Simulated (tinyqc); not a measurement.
Delta-doped layer in the Thomas-Fermi potential: sweeps and comparisons. A value that a table varies takes the place of the one given here.

All donors ionised in the plane z = 0, zero temperature, energies from the Fermi level EF of the Thomas-Fermi model, which lies at the bulk band edge; c = hbar^2/2m0, q = e^2/(4 pi eps0). Layer in a (001) plane: two valleys with m_z = ml, m_d = mt (unprimed) and four with m_z = mt, m_d = sqrt(ml mt) (primed); m3 = (ml mt^2)^(1/3), gv = 6. With n = (gv/3 pi^2)(m3 (-V)/c)^(3/2) and V'' = -(4 pi q/eps) n for z > 0, the solution is V = -b/(|z| + z0)^4 with sqrt(b) = 20/K, K = (4 pi q/eps)(gv/3 pi^2)(m3/c)^(3/2), and z0^5 = 4b/(e F0), e F0 = 2 pi q N/eps; 1e13/cm^2 = 1e-3/angstrom^2. Exchange and correlation are left out.

Subbands solve -(c/m_z) psi'' + V psi = E psi on 1280 points of spacing z0/80; up to ten levels for each group, kept if bound with an rms width below 2.5 z0.

Constants: hbar^2/2m0 = 3.80998211 eV angstrom^2; e^2/(4 pi eps0) = 14.39964547 eV angstrom.

Inputs chosen for the exercise (near those of a delta-doped layer in Si; the results hold for these values, not for the real material): ml = 0.894 m0 (longitudinal mass); mt = 0.193 m0 (transverse mass); eps = 11.6 (dielectric constant); Nl = (1.2, 2.4, 4.8, 8.4, 14, 24, 38) x 1e13/cm^2 (sheet densities); N = 12 x 1e13/cm^2 (donor sheet density).

## Doping density

The well, the lowest level and the filling anew; at zero temperature n_i = g m_d (mu - E_i)/(2 pi c), with mu fixed by sum n_i = N.

Results:

| N (1e13/cm^2) | z0 (angstrom) | depth (eV) | lowest (eV) | next - lowest (eV) | occupied | share of lowest (%) |
|---|---|---|---|---|---|---|
| 1.2 | 31.0 | 0.0724 | -0.0255 | 0.0127 | 2 | 32.7 |
| 2.4 | 26.9 | 0.1261 | -0.0488 | 0.0228 | 3 | 31.2 |
| 4.8 | 23.5 | 0.2196 | -0.0924 | 0.0406 | 3 | 29.6 |
| 8.4 | 21.0 | 0.3435 | -0.1540 | 0.0642 | 3 | 28.3 |
| 14 | 18.9 | 0.5170 | -0.2445 | 0.0969 | 3 | 27.2 |
| 24 | 17.0 | 0.7956 | -0.3966 | 0.1489 | 4 | 25.9 |
| 38 | 15.5 | 1.1492 | -0.5974 | 0.2138 | 4 | 24.9 |

The depth grows as N^(4/5) and z0 shrinks as N^(-1/5): factors 15.9 and 2.00 for 32 times the doping. The lowest level deepens faster, with exponent 0.91, since the zero-point energy takes a smaller share of a deeper well (65 % falling to 48 %). The number of occupied subbands is 2 in the first row and 4 in the last. Depths beyond about 0.5 eV stretch parabolic valleys past their range. Up to N = 1.2 the donor spacing exceeds 1.5 Bohr radii (one radius, a0 eps/m with the density-of-states mass, is 19 angstrom), where a uniform sheet is a crude picture of discrete donors (beyond about three radii electrons stay on single donors).

## What each parameter does

z0, depth, lowest level and its rms width. Each row changes one parameter from the base and keeps the others.

Results:

| case | z0 (angstrom) | depth (eV) | lowest (eV) | rms z (angstrom) |
|---|---|---|---|---|
| base | 19.53 | 0.4570 | -0.2127 | 4.63 |
| N = 19.2 x 1e13/cm^2 | 17.78 | 0.6656 | -0.3248 | 3.86 |
| eps = 10.4 | 18.29 | 0.4774 | -0.2172 | 4.53 |
| ml = 1.028 m0 | 18.99 | 0.4444 | -0.2099 | 4.39 |
| mt = 0.164 m0 | 20.84 | 0.4877 | -0.2384 | 4.50 |

The largest shifts from the base row, up to three for each result and ties (the steps differ in size, so this ranks the rows, not the parameters). z0 (angstrom): N -1.75, mt +1.31, eps -1.24. depth (eV): N +0.2086, mt +0.0308, eps +0.0204. lowest (eV): N -0.1120, mt -0.0257, eps -0.0045. rms z (angstrom): N -0.78, ml -0.25, mt -0.13.

Program tinyqc; command `OMP_NUM_THREADS=1 python tinyqc.py 1250093 1250094 out.jsonl`; about 0.1 s on one thread of a shared Intel(R) Xeon(R) Processor @ 2.30GHz.
